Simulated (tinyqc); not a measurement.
X-ray reflectivity of a thin film on silicon: critical angles, Parratt recursion, fringes and roughness: one step, computed by the program tinyqc.

n = 1 - delta + i beta; the classical electron radius is r_e = 2.8179403e-6 nm. Layer 0 is vacuum, 1 the film, 2 the substrate.

Question. Fringe period, contrast and decay. Far above the critical angle the period is d theta = lambda/(2 d), or 2 pi/d in q; the envelope runs between (|r_01| - |r_12 p|)^2 and (|r_01| + |r_12 p|)^2; contrast = 2 a b/(a^2 + b^2) with a = |r_01|, b = |r_12 p|; roughness factors on the amplitudes are about exp(-q^2 sigma^2/2).

Inputs (values chosen for the exercise, modelled on TiN on silicon, copper K-alpha radiation): wavelength lambda = 0.15406 nm; film thickness d = 15.2 nm; roughness of the surface sigma_1 = 0.52 nm; roughness of the interface sigma_2 = 0.22 nm.

1000 r_01 = 7.391140-0.577596i

1000 r_12 = -6.470255+0.786449i

p = 0.7537025-0.5617042i

q = 4 pi sin(theta)/lambda = 2.078276 1/nm

Give: period in theta; period in q; contrast; roughness factor, surface; roughness factor, interface.

Answer.

period in theta = 0.29036 degrees

period in q = 0.41337 1/nm

contrast = 0.98209

roughness factor, surface = 0.55769

roughness factor, interface = 0.90075
